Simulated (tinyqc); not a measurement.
# Inputs raised by 2 %, one at a time

Model: polytypes and stacking faults of a tetrahedral semiconductor in an axial Ising model with couplings up to third neighbours. Computed by tinyqc, a small Python program. Command: `OMP_NUM_THREADS=1 python tinyqc.py 3016291 3016292 out.jsonl polytype sens`. One thread of a shared host (Intel(R) Xeon(R) Processor @ 2.30GHz), about 0.02 s of CPU time with the checks.

Each double layer has s = +1 or -1 for the sense of its stacking step; E per pair of atoms = E0 - sum_n J_n <s_i s_(i+n)>, n = 1, 2, 3. Hexagonality h = (1 - <s_i s_(i+1)>)/2.

Inputs (values chosen for the exercise, of the order of those of GaN for J, a, G and the gaps):

| quantity | value | unit |
|---|---|---|
| J1 | -6.12 | meV/pair |
| J2 | -0.42 | meV/pair |
| J3 | 0.13 | meV/pair |
| basal lattice constant a | 3.19 | angstrom |
| shear modulus G | 115 | GPa |
| Poisson ratio nu | 0.22 | - |
| binding energy of the fault level E_b | 0.082 | eV |
| in-plane mass m | 0.35 | m0 |
| effective density of states N_c at 300 K | 3.9e+19 | 1/cm^3 |
| electron density n | 3.5e+16 | 1/cm^3 |
| temperature T | 1100 | K |

Host polytype: 2H.

fault coefficients k_n:
```
    J1  J2  J3
I1  -2   4  -6
I2  -4   4  -4
E   -6   4  -6
```

Constants: 1 eV/angstrom^2 = 16.02176634 J/m^2; m_0 = 9.1093837015e-31 kg; hbar = 1.054571817e-34 J s; k_B = 1.380649e-23 J/K; k_B = 8.617333262e-05 eV/K.

Method:
- Faults in 2H: the sequences I1 (+), I2 (++), E (+++) are put between perfect repeats; k_n = (layers x C_n of the host) - sum_i s_i s_(i+n). gamma = sum k_n J_n/A, A = (sqrt 3/2) a^2; 1 meV/angstrom^2 = 16.02177 mJ/m^2.
- Screw line, bounded by the I2 fault of energy gamma: b = a, partials b_p = a/sqrt 3; d = G b_p^2 (2 - 3 nu)/(8 pi gamma (1 - nu)). One partial is driven off by the shear stress gamma/b_p along its Burgers vector.
- The fault binds electrons in a two-dimensional band E_b below the conduction edge, g2 = m m0/(pi hbar^2) for one valley. With the Fermi level held by the bulk, eta = ln[n/N_c(T)], N_c(T) = N_c (T/300)^1.5, the grand potential falls by g2 (k_B T)^2 F1(x), x = eta + E_b/(k_B T), F1(x) = integral from 0 to infinity of ln(1 + exp(x - t)) dt; sheet density g2 k_B T ln(1 + e^x). Band bending by the trapped charge is left out, so the gain is an upper bound.
- Net fault energy = gamma of the I2 fault less the electronic gain.

Runs:

| input moved | from | to | energy of the glide fault, I2 (mJ/m^2) | splitting width d (nm) | electronic gain (mJ/m^2) | sheet density (1/cm^2) |
|---|---|---|---|---|---|---|
| base run | - | - | 40.505 | 6.5829 | 6.3894e-04 | 4.2068e+09 |
| J1 (meV/pair) | -6.12 | -6.2424 | 41.396 | 6.4413 | 6.3894e-04 | 4.2068e+09 |
| basal lattice constant a (angstrom) | 3.19 | 3.2538 | 38.933 | 7.1255 | 6.3894e-04 | 4.2068e+09 |
| shear modulus G (GPa) | 115 | 117.3 | 40.505 | 6.7145 | 6.3894e-04 | 4.2068e+09 |
| binding energy of the fault level E_b (eV) | 0.082 | 0.08364 | 40.505 | 6.5829 | 6.5009e-04 | 4.2802e+09 |
| in-plane mass m (m0) | 0.35 | 0.357 | 40.505 | 6.5829 | 6.5172e-04 | 4.2910e+09 |
| electron density n (1/cm^3) | 3.5e+16 | 3.57e+16 | 40.505 | 6.5829 | 6.5172e-04 | 4.2909e+09 |
| effective density of states N_c at 300 K (1/cm^3) | 3.9e+19 | 3.978e+19 | 40.505 | 6.5829 | 6.2642e-04 | 4.1243e+09 |

Exponents ln(y'/y) / ln(x'/x):

| input | energy of the glide fault, I2 | splitting width d | electronic gain | sheet density |
|---|---|---|---|---|
| J1 | 1.098 | -1.098 | 0.000 | 0.000 |
| basal lattice constant a | -2.000 | 4.000 | 0.000 | 0.000 |
| shear modulus G | 0.000 | 1.000 | 0.000 | 0.000 |
| binding energy of the fault level E_b | 0.000 | 0.000 | 0.874 | 0.874 |
| in-plane mass m | 0.000 | 0.000 | 1.000 | 1.000 |
| electron density n | 0.000 | 0.000 | 1.000 | 1.000 |
| effective density of states N_c at 300 K | 0.000 | 0.000 | -1.000 | -1.000 |

Which inputs matter most for each result?

Among the inputs moved here: energy of the glide fault, I2 answers most in size to basal lattice constant a (exponent -2.000), next to J1 (+1.098); its exponent is below 0.0005 for shear modulus G, binding energy of the fault level E_b, in-plane mass m, electron density n, effective density of states N_c at 300 K. Its exponent -2.000 in basal lattice constant a: energy per area of the basal cell. Splitting width d answers most in size to basal lattice constant a (exponent +4.000), next to J1 (-1.098); its exponent is below 0.0005 for binding energy of the fault level E_b, in-plane mass m, electron density n, effective density of states N_c at 300 K. electronic gain answers most in size to electron density n (exponent +1.000), and about equally to effective density of states N_c at 300 K (-1.000), in-plane mass m (+1.000); its exponent is below 0.0005 for J1, basal lattice constant a, shear modulus G. Its exponent +1.000 in in-plane mass m: the two-dimensional density of states. Its exponent +1.000 in electron density n: a nearly empty well. Sheet density answers most in size to electron density n (exponent +1.000), and about equally to effective density of states N_c at 300 K (-1.000), in-plane mass m (+1.000); its exponent is below 0.0005 for J1, basal lattice constant a, shear modulus G.
